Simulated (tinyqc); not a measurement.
From results back to parameters: six-band hole subbands of a thin body in a field. Three cases, with inputs chosen for the exercise.

Problem. Without spin-orbit coupling the masses along a normal n are the inverse eigenvalues of C(n n^T)/c: 1/(g1 - 2 g2) twice and 1/(g1 + 4 g2) on (001); 1/(g1 - 2 g3) twice and 1/(g1 + 4 g3) on (111); on (110) 1/(g1 + g2 - 3 g3), 1/(g1 - 2 g2) and 1/(g1 + g2 + 3 g3). Three masses were computed from hidden g1, g2, g3.

Case 1.

heavy and light mass on (001) (m0): 0.203666  0.032884

heavy mass on (111) = 0.492611 m0

Case 2.

heavy and light mass on (001) (m0): 0.204918  0.032982

heavy mass on (111) = 0.505051 m0

Case 3.

heavy and light mass on (001) (m0): 0.205761  0.032938

heavy mass on (111) = 0.510204 m0

Find: g1, g2, g3; heaviest mass on (110).

Solution. The inverse masses on (001) differ by 6 g2, which gives g2 and g1; g3 = (g1 - 1/m(111))/2.

Case 1.

g1, g2, g3: 13.41  4.25  5.69

heaviest mass on (110) = 1.69 m0

Case 2.

g1, g2, g3: 13.36  4.24  5.69

heaviest mass on (110) = 1.89 m0

Case 3.

g1, g2, g3: 13.36  4.25  5.70

heaviest mass on (110) = 1.96 m0

Computed by tinyqc, one run a case: `OMP_NUM_THREADS=1 python tinyqc.py N N+1 out.jsonl` with N = 1280193, 1280231, 1280301; one thread of a shared Intel(R) Xeon(R) Processor @ 2.30GHz, about 0.4 s a run at most.
